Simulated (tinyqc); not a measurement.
Classical Heisenberg spin chain: exact results, Metropolis, heat-bath and over-relaxation steps, and a Monte Carlo run: one step, computed by the program tinyqc.

E = -J sum_i s_i . s_(i+1) for unit vectors s_i on an open chain; K = J/(k_B T).

Question. Four single-spin steps. The given spins are first normalised. Spins 2 and 3 are updated in turn, with h = K (sum of the two neighbours). Trial spin with z = 2 r1 - 1 and azimuth 2 pi r2; it is accepted if r3 < min(1, exp(h . s_trial - h . s_old)).

Inputs (values chosen for the exercise, for a model chain of large moments): temperature T = 309 K.

Update: Metropolis.

four neighbouring spins (rows; components x, y, z):
```
         1        2        3
1   0.4489  -0.4580  -0.7673
2  -0.8648  -0.0513   0.4994
3   0.3505  -0.6788   0.6452
4  -0.2340   0.8362   0.4961
```

random numbers, one row a step:
```
        1       2       3
1  0.7412  0.0076  0.5675
2  0.0986  0.1435  0.6485
3  0.6563  0.4015  0.0227
4  0.0960  0.9026  0.2013
```

K = 0.7135464

Give: the table «Steps» with the columns |h|, h . s before, h . s trial, acceptance, accepted, x, y, z.

Answer.

Steps:
```
spin    |h|  h . s before  h . s trial  acceptance  accepted        x        y        z
2     0.995       -0.4952        0.423       1.000       yes   0.8750   0.0418   0.4824
3     1.044        0.1855       -0.098       0.753       yes   0.3699   0.4677  -0.8028
2     1.264       -0.0290       -0.798       0.463       yes  -0.7737   0.5511   0.3126
3     1.353       -0.2663       -1.148       0.414       yes   0.4823  -0.3385  -0.8080
```
